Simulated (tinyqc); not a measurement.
The width of the window: equation-of-state fits to an energy-volume table made by a known binding curve. Computed by tinyqc, a small Python program. Command: `OMP_NUM_THREADS=1 python tinyqc.py 3008662 3008663 out.jsonl eosfit walk`. One thread of a shared host (Intel(R) Xeon(R) Processor @ 2.30GHz), about 0.02 s of CPU time with the checks.

With x = (V/V_0)^(1/3), the energy per atom is E = D [m x^-n - n x^-m]/(n - m), so that B0 = D n m/(9 V_0) and B' = (n + m + 6)/3. B' = dB/dP at P = 0.

Inputs (values chosen for the exercise, for a model crystal):
```
quantity                                 value             unit
cohesive energy D                         5.77          eV/atom
true volume V_0                           32.9  angstrom^3/atom
repulsive exponent n                         8                -
attractive exponent m                        2                -
shift of the window centre s             0.002                -
points N                                     7                -
compression V/V_0 for the pressure test    0.9                -
```

Binding curve: Mie. Noise: none.

Constants: 1 eV/angstrom^3 = 160.2176634 GPa.

Method:
- B0 and B' from the formulas above; P = -dE/dV at V = c V_0 (c the compression chosen), from the curve itself.
- Table: V_j = V_0 [1 + s + w (2 j/(N - 1) - 1)], j = 0..N-1, rounded to 0.001; E_j from the curve, rounded to 1e-7 eV.
- Murnaghan: E = E0 + (B0 V/B') [(V0/V)^B'/(B' - 1) + 1] - B0 V0/(B' - 1), P = (B0/B') [(V0/V)^B' - 1].
- Birch-Murnaghan: E = E0 + (9 V0 B0/16) [y^3 B' + y^2 (2 - 4 y)], y = (V0/V)^(2/3) - 1; P = (3 B0/2) (x^7 - x^5) [1 + (3/4)(B' - 4)(x^2 - 1)], x = (V0/V)^(1/3).
- Vinet: E = E0 + (9 B0 V0/h^2) {1 + [h (1 - x) - 1] exp(h (1 - x))}, P = 3 B0 (1 - x) x^-2 exp(h (1 - x)), x = (V/V0)^(1/3), h = (3/2)(B' - 1).
- All are least-squares fits to the energies; for polynomials in V, B0 = V E'' and B' = -1 - V E'''/E'' at the minimum.
- The table is made anew for each w.

exact B0 = 49.9537 GPa

exact B' = 5.33333

Errors (%):
```
w     B0, parabola  B0, cubic  B0, Murnaghan  B0, Birch-Murnaghan  B0, Vinet  B', Birch-Murnaghan
0.03        -0.872      0.310         -0.048                0.007      0.024               -0.041
0.05        -0.175      0.880         -0.135                0.020      0.069               -0.001
0.08         1.548      2.290         -0.344                0.051      0.179                0.037
0.12         5.164      5.287         -0.760                0.115      0.403                0.127
0.16        10.413      9.723         -1.313                0.205      0.720                0.254
0.22        21.840     19.680         -2.345                0.394      1.368                0.522
```

What follows from these numbers?

The Birch-Murnaghan error of B0 is smallest among these at w = 0.03 (0.007 % in size); it is 0.007 % at the narrowest and 0.394 % at the widest. This error comes from the form and grows with w. At the widest window the errors of B0 are +21.8 % for the parabola and +19.7 % for the cubic in V. The parabola changes sign: it reports the mean curvature of the window, which the shift s biases one way and the width the other.

Extremes, crossings and ranges named in words are read from the listed rows.
